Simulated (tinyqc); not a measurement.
Electroplating on a thin resistive seed layer: kinetics, Wagner number and the terminal effect across a wafer: one step, computed by the program tinyqc. Command: `OMP_NUM_THREADS=1 python tinyqc.py 3121357 3121358 out.jsonl terminal walk`. One thread of a shared host (Intel(R) Xeon(R) Processor @ 2.30GHz), about 0.02 s of CPU time with the checks.

Current enters the seed at the rim. The bath is treated as a local resistance per area (no lateral flow in the liquid), two electrons per ion, molar volume 7.11 cm^3/mol, Faraday constant F = e N_A, kinematic viscosity 0.01 cm^2/s, omega = 2 pi x rpm/60; k_B T/e is in volts.

Problem. Linear estimate of the terminal effect. Linearised: with R_t = kinetic + bath resistance the current density obeys (1/r)(r i')' = i R_s/R_t, so i = A I_0(r/l), l = sqrt(R_t/R_s); with x = R/l, edge/centre = I_0(x) and edge/mean = x I_0(x)/(2 I_1(x)). Voltage drop in the seed for a uniform current: i R_s R^2/4.

Inputs (values chosen for the exercise, of the order of those for copper plating on a thin cobalt or ruthenium seed): wafer radius R = 7.5 cm; mean current density = 6.4 mA/cm^2; temperature T = 298 K.

kinetic resistance = 8.024892 ohm cm^2

bath resistance R_b = 336.6667 ohm cm^2

sheet resistance R_s = 0.48 ohm/square

Give: length l; x = R/l; edge over centre, linear; edge over mean, linear; drop for uniform current.

Solution.

length l = 26.80 cm

x = R/l = 0.2799

edge over centre, linear = 1.020

edge over mean, linear = 1.010

drop for uniform current = 43.2 mV

For small x edge/centre is 1 + x^2/4 = 1.020.
